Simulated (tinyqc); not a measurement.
Single-band model of a thermoelectric material: one step, computed by the program tinyqc.

One spherical band, one scattering law, no minority carriers and no phonon drag. In a real material minority carriers limit |S| to about E_g/(2 e T), so larger values are formal. eta = E_F/(k_B T) is counted from the band edge; f = 1/(1 + exp(x - eta)).

Question. Limiting formulas for the Seebeck coefficient. Classical: |S| = (k_B/e)[r + 5/2 - ln(n/N_c)], N_c = (3 sqrt(pi)/4) N_0. Degenerate (Mott): |S| = (pi^2/3)(k_B/e)(r + 3/2)/eta_F, eta_F = (n/N_0)^(2/3).

Inputs (values chosen for the exercise, modelled on n-type SiGe): carrier density n = 7.7e+19 1/cm^3; temperature T = 890 K.

Band: parabolic. Scattering: acoustic phonons, r = -0.5.

Seebeck coefficient |S| = 245.4136 microvolt/K

N_0 = 1.267975e+20 1/cm^3

Constants: k_B = 8.617333262e-05 eV/K.

Give: Seebeck coefficients.

Answer.

Seebeck coefficients:
```
formula        |S| (microvolt/K)  deviation (%)
full integral              245.4           0.00
classical                  239.9          -2.26
degenerate                 395.3          61.09
```
